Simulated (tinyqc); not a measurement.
Hubbard chain of 2 sites, step by step. One step of it, computed by the program tinyqc.

Question. The many-body Hamiltonian. Basis: all placements (u, d, 2, 0 on each site), up operators ordered before down ones; hops carry the sign of the same-spin electrons passed.

one-body matrix (hopping and site energies) (eV), order 1, 2:
$$\begin{pmatrix}
0.520000 & -1.830000 \\
-1.830000 & 0.960000
\end{pmatrix}$$

U = 3.300000 eV

electrons, up and down: [1, 1]

Give: H.

Answer.

H (eV), order 20, ud, du, 02:
$$\begin{pmatrix}
4.340 & -1.830 & -1.830 & 0.000 \\
-1.830 & 1.480 & 0.000 & -1.830 \\
-1.830 & 0.000 & 1.480 & -1.830 \\
0.000 & -1.830 & -1.830 & 5.220
\end{pmatrix}$$
